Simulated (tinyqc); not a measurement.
Worked calculation: Hubbard ring of 3 sites. Computed by tinyqc, a small Python program that keeps every step. Settings: hopping = 1.73, U = 3.6, mixing = 1, iteration cap = 56. Command: `OMP_NUM_THREADS=1 python tinyqc.py 20521 20522 out.jsonl` (the two numbers bound the seeds that draw the settings). One thread of a shared host (Intel(R) Xeon(R) Processor @ 2.60GHz), about 0.2 s of CPU time with the checks.

one-body matrix (hopping and site energies) (eV), order 1, 2, 3:
$$\begin{pmatrix}
0.000000 & -1.730000 & -1.730000 \\
-1.730000 & 0.000000 & -1.730000 \\
-1.730000 & -1.730000 & 0.000000
\end{pmatrix}$$

U = 3.600000 eV

electrons, up and down: [2, 1]

n(up) at the start (a guess, not normalised): 1 0.667000, 2 0.667000, 3 0.667000

n(down) at the start (a guess): 1 0.333000, 2 0.333000, 3 0.333000

Each step fills the lowest levels of T + U n(other spin) and sets n(new) = n + mixing (n(out) - n); stop when output and input agree to 1e-8.

Course of the cycle:
```
iteration       E (eV)  largest |n(out) - n(in)|  mean |n_up - n_down|
1          -2.79000000                  2.93e-01              0.333333
2          -2.52788475                  6.00e-01              0.333333
3          -2.45944628                  5.79e-01              0.333333
4          -2.36614288                  6.60e-01              0.333333
5          -2.30516973                  6.24e-01              0.333333
6          -2.26306521                  6.51e-01              0.333333
7          -2.24089139                  6.35e-01              0.333333
8          -2.22936455                  6.41e-01              0.333333
9          -2.22404327                  6.36e-01              0.333333
10         -2.22160259                  6.38e-01              0.333333
11         -2.22048880                  6.36e-01              0.333333
...                ...                       ...                   ...
46         -2.21962475                  6.36e-01              0.333333
47         -2.21962475                  6.36e-01              0.333333
48         -2.21962475                  6.36e-01              0.333333
49         -2.21962475                  6.36e-01              0.333333
50         -2.21962475                  6.36e-01              0.333333
51         -2.21962475                  6.36e-01              0.333333
52         -2.21962475                  6.36e-01              0.333333
53         -2.21962475                  6.36e-01              0.333333
54         -2.21962475                  6.36e-01              0.333333
55         -2.21962475                  6.36e-01              0.333333
56         -2.21962475                  6.36e-01              0.333333
```

Can the last value be used, and what does the course show?

Not by the stop rule, although the second column moves by less than 1e-07 over the last three steps. Not converged within 56 iterations: the residual has stopped falling. The lowest mean-field energy found from random starts is -2.98701 eV. Reruns (cap 100 unless said): mixing 0.2: not converged; mixing 0.5: converged in 61 (E = -2.98701); mixing 0.9: converged in 31 (E = -2.98701); the original settings with a cap of 400: not converged.
